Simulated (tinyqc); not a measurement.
## Voltage drop against the pad pitch

A grid of 25 by 25 nodes with segments Rx (rows) and Ry (columns); every node draws I1 and the central node kh I1; pads with resistance Rp sit at the nodes whose row and column are multiples of the pitch, counting from 0. The drops u = Vdd - V follow from G u = i, with G the conductance matrix and i the load currents, solved directly.

Values chosen for this exercise:
- Vdd = 0.75 V (supply voltage)
- Rx = 0.29 ohm (resistance of a horizontal segment)
- Ry = 0.48 ohm (resistance of a vertical segment)
- Rp = 0.11 ohm (resistance from a pad node to the supply)
- kh = 8 (factor on the load at the hot node)
- I1 = 0.1 mA (load current of a node in the large grid)

Voltage drop against the pad pitch:
columns A: pitch (nodes); B: pads; C: worst drop (mV); D: mean drop (mV); E: largest drop at a pad (mV); F: largest pad current (mA); G: worst drop over Vdd (%)
```
A     B        C        D        E       F         G
1   625  0.04910  0.01112  0.04910  0.4463  0.006546
2   169  0.09377  0.06424  0.08883  0.8076   0.01250
3    81   0.2099   0.1589   0.1464   1.331   0.02799
4    49   0.3817   0.2964   0.2227   2.024   0.05089
6    25   0.8668   0.6955   0.4209   3.827    0.1156
8    16    1.695    1.259   0.6053   5.503    0.2260
12    9    3.167    2.772    1.261   11.46    0.4223
24    4    11.75    10.21    1.738   15.80     1.567
```

The worst drop goes from 0.0491 to 11.8 mV while the number of pads falls from 625 to 4; between the last two rows it goes as pitch^(1.89). The largest drop at a pad is 100 % of the worst drop in the first row and 14.8 % in the last; the rest falls along the wires.

tinyqc, about 0.3 s, one thread, Intel Xeon 2.30GHz (shared host): `OMP_NUM_THREADS=1 python tinyqc.py 2770201 2770202 out.jsonl`
